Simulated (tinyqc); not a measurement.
Thermal stress, cracking, delamination and buckling of a thin film; Griffith cracks and misfitting inclusions: one step, computed by the program tinyqc. Command: `OMP_NUM_THREADS=1 python tinyqc.py 3023398 3023399 out.jsonl filmcrack walk`. One thread of a shared host (Intel(R) Xeon(R) Processor @ 2.30GHz), about 0.01 s of CPU time with the checks.

Isotropic linear elasticity; the substrate is much thicker than the film; stress is positive in tension.

Task: Griffith crack in the substrate. Through crack of length 2a in plane strain: K_Ic = sqrt(2 gamma_s E_s/(1 - nu_s^2)); fracture stress = K_Ic/sqrt(pi a). An edge crack of depth a has K larger by 1.1215.

Inputs (values chosen for the exercise, for a model film):
```
quantity                          value        unit
substrate Young's modulus E_s       143         GPa
substrate Poisson ratio nu_s       0.26           -
flaw half length a                 0.48  micrometre
substrate surface energy gamma_s    1.7       J/m^2
```

Give: toughness K_Ic; fracture stress, inner crack; fracture stress, edge crack.

Result:

toughness K_Ic = 0.7221 MPa m^0.5

fracture stress, inner crack = 588.0 MPa

fracture stress, edge crack = 524.3 MPa

The inner crack lowers the strength to 4.1 % of the ideal E_s/10.
